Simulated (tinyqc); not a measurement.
Worked calculation: lateral field, substrate current, probability of reaching the oxide barrier and hot-carrier lifetime of a silicon transistor (pseudo-two-dimensional and lucky-electron models). Computed by tinyqc, a small Python program that keeps every step. Command: `OMP_NUM_THREADS=1 python tinyqc.py 3022740 3022741 out.jsonl hotcar walk`. One thread of a shared host (Intel(R) Xeon(R) Processor @ 2.30GHz), about 0.01 s of CPU time with the checks. Intermediate numbers are printed to about 6 digits and carried at full precision; extremes and crossings named in words are read from the listed rows.

Local-field models: a lucky carrier gains its energy at the peak field over a path free of collisions. Voltages are magnitudes.

Inputs (values chosen for the exercise, modelled on a silicon p-channel):
```
quantity                             value                      unit
channel length L                      1500                        nm
oxide thickness t                       42                        nm
junction depth x_j                     290                        nm
mobility mu                             98                cm^2/(V s)
saturation velocity v_s               0.74                  1e7 cm/s
threshold voltage V_T                 0.79                         V
gate voltage V_G                       7.8                         V
drain voltage V_D                       12                         V
ionisation prefactor A_i           8.3e+06                      1/cm
ionisation field B_i                  3.84                     MV/cm
hot-carrier mean free path lambda      4.7                        nm
oxide barrier phi_b                    4.6                        eV
interface-trap threshold phi_it        4.5                        eV
lifetime constant H                      7  s microampere/micrometre
```

Drain: abrupt.

Constants: eps_0 = 8.8541878128e-12 F/m.

## Saturation point and current

C_ox = 3.9 eps_0/t; F_sat = 2 v_s/mu; V_Dsat = V_ov F_sat L/(V_ov + F_sat L), V_ov = V_G - V_T; I_D/W = C_ox v_s (V_ov - V_Dsat).

F_sat = 151.020 kV/cm

V_Dsat = 5.35339 V

drain current I_D/W = 100.790 microampere/micrometre

## Peak lateral field

Scale length l = 0.22 t^(1/3) x_j^(1/2) (all in cm); F_m = sqrt(((V_D - V_Dsat)/l_e)^2 + F_sat^2), with l_e = l; length of the velocity-saturated region l_e ln((V_D - V_Dsat)/(l_e F_sat) + F_m/F_sat).

scale length l = 191.149 nm

peak field F_m = 379.099 kV/cm

velocity-saturated length = 300.345 nm

energy gained over one free path, e lambda F_m = 0.178176 eV

The field rises from F_sat to F_m as cosh(x/l_e), a factor 2.5, over 20 % of L.

## Hot-carrier currents and lifetime

Substrate current I_sub/I_D = (A_i/B_i)(V_D - V_Dsat) exp(-B_i/F_m); probability of reaching the oxide barrier exp(-phi_b/(e lambda F_m)); lifetime tau = (H/(I_D/W)) exp(phi_it/(e lambda F_m)).

I_sub/I_D = 5.73130e-04

substrate current I_sub/W = 0.0577655 microampere/micrometre

probability of reaching phi_b = 6.13437e-12

lifetime tau = 6.45904e+09 s

exponent m = phi_it/(e lambda B_i) = 2.49335

Since both exponentials depend on 1/F_m, tau I_D scales about as (I_sub/I_D)^(-m) with m = 2.49, which lets I_sub serve as the monitor. The lifetime is 20.5 times ten years (3.156e8 s).

## Substrate current against gate voltage

The formulas are those given above.

At the given drain voltage:
```
V_G (V)  V_Dsat (V)  I_D/W (microampere/micrometre)  F_m (kV/cm)  I_sub/W (microampere/micrometre)      tau (s)
1.4         0.59400                           0.973      615.522                          0.046846  4.09615e+07
2.0         1.14865                           3.733      587.436                          0.126864  2.24653e+07
3.0         2.01356                          11.952      543.833                          0.221327  2.59213e+07
4.3         3.03910                          28.650      492.517                          0.228119  6.77029e+07
5.8         4.10265                          55.204      439.888                          0.152416  3.59616e+08
7.6         5.23596                          95.766      384.741                          0.064802  4.69356e+09
9.5         6.29110                         147.168      334.674                          0.018883  1.26397e+11
11.0        7.03792                         192.992      300.325                          0.005794  2.54099e+12
13.0        7.93372                         260.173      260.884                          0.000926  2.33602e+14
```

I_sub peaks at V_G = 4.3 V, 0.36 V_D: a higher gate voltage brings more carriers but raises V_Dsat and so lowers F_m. The shortest lifetime among the rows lies at V_G = 2 V, below that of the largest I_sub, since tau depends more steeply on the field.

## Extrapolating accelerated tests

V_10 solves tau = 3.156e8 s at the given V_G. The extrapolation fits ln(tau) against 1/V_D at 1, 1.08, 1.16 and 1.25 times the given V_D (rounded to 3 digits) by least squares and reads off the same tau.

Stress points:
```
V_D (V)  1/V_D (1/V)      tau (s)
12.0       0.0833333  6.45904e+09
13.0       0.0769231  3.68327e+08
13.9       0.0719424  4.49289e+07
15.0       0.0666667  5.43537e+06
```

ten-year drain voltage V_10 = 13.0607 V

V_10 from the 1/V_D extrapolation = 13.0916 V

The extrapolation is 31 mV above the true value.

Checks made by the program: voltage drop as the integral of F_sat cosh(x/l_e) over the saturated length (relative difference below 1e-10).
